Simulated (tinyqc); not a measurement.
## Depth and level of a trap from the time ratio

Problem. For an oxide trap tc/te = exp(E/Vt) with E = E0 - dpsi - (xt/tox)(Vg - VT - dpsi), dpsi being the rise of the surface potential above its value at threshold. Find xt and E0, and the depth that would be read if dpsi were ignored.

Values chosen for this exercise:
```
symbol  value  unit              meaning
T         300     K          temperature
tox       3.3    nm  insulator thickness
```

Constants: q = 1.602176634e-19 C, kB = 1.380649e-23 J/K, Vt = kB T/q. Results are converted to the units shown.

Vg - VT (V): [0.06, 0.21]
tc/te: [2.1627134, 0.31121569]
dpsi (V): [0.024329867, 0.055336315]

Answer. E + dpsi is a straight line in the oxide voltage Vg - VT - dpsi with slope -xt/tox and intercept E0. Ignoring dpsi assigns the motion of the bands to the trap and overstates its depth.

xt = 0.530 nm
E0 = 0.0500 eV
depth read without dpsi = 1.10 nm

Computed by the program tinyqc: `OMP_NUM_THREADS=1 python tinyqc.py 2710065 2710066 out.jsonl`, one thread of a shared Intel Xeon 2.30GHz, about 0.01 s for the whole run.
